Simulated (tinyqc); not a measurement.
# Tunnelling through a gate dielectric with the two-band (Franz) dispersion, WKB transmission and Tsu-Esaki current: two studies

Electrons leave the emitter at x = 0. Energies E (motion across the layers) are in eV from the emitter Fermi level; the collector Fermi level lies at -V and offers states at every E. No charge in the dielectric and no image force: F1 = V/t1, U = phi1 - F1 x. With C = hbar^2/(2 m0), kappa = sqrt(m u (1 - u/Egx)/C), u = U - E where U > E and 0 elsewhere; T(E) = exp(-S), S = 2 times the integral of kappa over x.

Values chosen for this exercise; dielectric values close to those of silicon dioxide:
```
symbol  value  unit                                                        meaning
T         350     K                                                    temperature
Ef       0.33    eV              Fermi energy of the emitter above its band bottom
me       0.86    m0                            emitter mass in the supply function
phi1     2.99    eV  barrier of layer 1 above the emitter Fermi level at zero bias
m1        0.5    m0                                     tunnelling mass of layer 1
t1        4.2    nm                                           thickness of layer 1
Egx       9.5    eV           gap parameter of the two-band dispersion, set freely
V         4.2     V                                  voltage across the dielectric
```

Constants: q = 1.602176634e-19 C, kB = 1.380649e-23 J/K, hbar = 1.054571817e-34 J s, m0 = 9.1093837015e-31 kg, Vt = kB T/q, hbar^2/(2 m0) = 0.0380998212 eV nm^2. Results are converted to the units shown.

Each table varies one quantity; the others keep the values above.

## Effect of the thickness t1 at fixed voltage

Each layer adds (2/F) sqrt(m/C) [G(u at its left edge) - G(u at its right edge)] to S, with u = U - E (0 where negative) and G(u) = Egx^1.5 (th - sin(4 th)/4)/4, th = arcsin sqrt(u/Egx). J = J0 times the integral of T(E) N(E) dE, N = ln[(1 + exp(-E/Vt))/(1 + exp((-E - V)/Vt))], J0 = q^2 me m0 kB T/(2 pi^2 hbar^3) (times 1e-4 for A/cm^2 per eV), from E = -Ef to far above the barrier (T = 1 there), by quadrature converged to the digits shown.

Effect of the thickness t1 at fixed voltage:
```
t1 (nm),S at E = 0,T(E = 0),J (A/cm^2),mean E of the current (eV)
2.5,13.37,1.560e-6,374.4,-0.1609
3.09,16.53,6.648e-8,12.73,-0.1465
3.67,19.63,2.989e-9,0.4679,-0.1319
4.26,22.78,1.274e-10,0.01661,-0.1169
4.84,25.89,5.727e-12,6.375e-4,-0.1019
5.43,29.04,2.440e-13,2.365e-5,-0.08676
6.01,32.14,1.097e-14,9.481e-7,-0.07184
6.6,35.30,4.676e-16,3.676e-8,-0.05661
```

Read the table: what changes, and by how much?

J falls from 374 to 3.68e-8 A/cm^2: 2.49 decades a nanometre between the first two rows and 2.39 between the last two. The exponent S alone gives dS/dt/ln 10 = 2.32 and 2.32. In 3 of the 8 rows the field exceeds 10 MV/cm (up to 16.8), more than most dielectrics sustain; the model ignores breakdown.

## Effect of the barrier height

Same model as above.

Effect of the barrier height:
```
phi1 (eV),S at E = 0,T(E = 0),J (A/cm^2),mean E of the current (eV)
1.5,8.441,2.159e-4,3.757e4,-0.1394
1.77,10.72,2.220e-5,3596,-0.1343
2.04,13.13,1.987e-6,303.4,-0.1298
2.31,15.66,1.578e-7,22.94,-0.1259
2.59,18.40,1.025e-8,1.427,-0.1225
2.86,21.12,6.706e-10,0.09025,-0.1196
3.13,23.92,4.074e-11,0.005332,-0.1172
3.4,26.79,2.326e-12,2.977e-4,-0.1152
```

Read the table: what changes, and by how much?

J falls from 37600 to 2.98e-4 A/cm^2, on average 4.26 decades for each eV, while S rises from 8.44 to 26.8.

Numbers from tinyqc (`OMP_NUM_THREADS=1 python tinyqc.py 2540078 2540079 out.jsonl`; about 0.02 s on one thread of a shared Intel Xeon 2.30GHz).
